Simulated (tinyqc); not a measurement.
From results back to parameters: statistics of electrons in three, two and one dimensions. Five cases, with inputs chosen for the exercise.

Problem. A sheet with one subband has n2 = (2/lambda^2) ln(1 + exp(eta)).

One band edge at E = 0, lambda = sqrt(4 pi c/(m1 kT)) with c = hbar^2/2m0. Densities with spin: n3 = (2/lambda^3) F_1/2(eta), n2 = (2/lambda^2) F_0(eta) with F_0 = ln(1 + exp(eta)), n1 = (2/lambda) F_-1/2(eta). F_j(eta) = (1/Gamma(j + 1)) integral_0^infinity x^j dx/(1 + exp(x - eta)), which tends to exp(eta) for eta << 0.

Constants: hbar^2/2m0 = 3.80998211 eV angstrom^2; kB = 8.617333262e-05 eV/K.

Case 1.

Values chosen (out of a larger set: near those of Ge, lowest valleys alone; not measured data): m1 = 0.0838 m0 (mass of one isotropic band with spin); T = 75 K.

n2 = 4.23727e+10 1/cm^2

Case 2.

Values chosen (out of a larger set: near those of Ge, lowest valleys alone; not measured data): m1 = 0.0803 m0 (mass of one isotropic band with spin); T = 77 K.

n2 = 5.45359e+11 1/cm^2

Case 3.

Values chosen (out of a larger set: near those of Si, lowest valleys alone; not measured data): m1 = 0.182 m0 (mass of one isotropic band with spin); T = 300 K.

n2 = 4.86975e+12 1/cm^2

Case 4.

Values chosen (out of a larger set: near those of Si, lowest valleys alone; not measured data): m1 = 0.201 m0 (mass of one isotropic band with spin); T = 300 K.

n2 = 6.18300e+11 1/cm^2

Case 5.

Values chosen (out of a larger set: near those of GaAs, lowest valleys alone; not measured data): m1 = 0.0686 m0 (mass of one isotropic band with spin); T = 100 K.

n2 = 8.78836e+11 1/cm^2

Find: n2 lambda^2/2; eta; EF above the subband edge.

Solution. eta = ln(exp(n2 lambda^2/2) - 1), with n2 in 1/angstrom^2.

Case 1.

n2 lambda^2/2 = 0.1873
eta = -1.580
EF above the subband edge = -10.21 meV

Case 2.

n2 lambda^2/2 = 2.4502
eta = 2.360
EF above the subband edge = 15.66 meV

Case 3.

n2 lambda^2/2 = 2.4777
eta = 2.390
EF above the subband edge = 61.79 meV

Case 4.

n2 lambda^2/2 = 0.2848
eta = -1.110
EF above the subband edge = -28.70 meV

Case 5.

n2 lambda^2/2 = 3.5589
eta = 3.530
EF above the subband edge = 30.42 meV

Computed by tinyqc, one run a case: `OMP_NUM_THREADS=1 python tinyqc.py N N+1 out.jsonl` with N = 1681306, 1681355, 1681364, 1681461, 1681496; one thread of a shared Intel(R) Xeon(R) Processor @ 2.30GHz, about 0.01 s a run at most.
